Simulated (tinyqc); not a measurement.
## In-plane mass from two subband densities

Problem. At zero temperature each occupied subband holds N_k = D (EF - E_k), D = md m0 q/(pi hbar^2) per eV. Two subbands are occupied. Find md, EF - E1 and EF - E2.

Constants: q = 1.602176634e-19 C, hbar = 1.054571817e-34 J s, m0 = 9.1093837015e-31 kg. Results are converted to the units shown.

N1, N2 (cm^-2): 9.0694338e11  5.3e10
E2 - E1 = 50.6 meV

Solution. N1 - N2 = D (E2 - E1) gives D and so md; each N_k/D is a distance to EF.

md = 0.04040 m0
EF - E1 = 53.74 meV
EF - E2 = 3.140 meV

Numbers from tinyqc (`OMP_NUM_THREADS=1 python tinyqc.py 2140129 2140130 out.jsonl`; about 0.2 s on one thread of a shared Intel Xeon 2.30GHz).
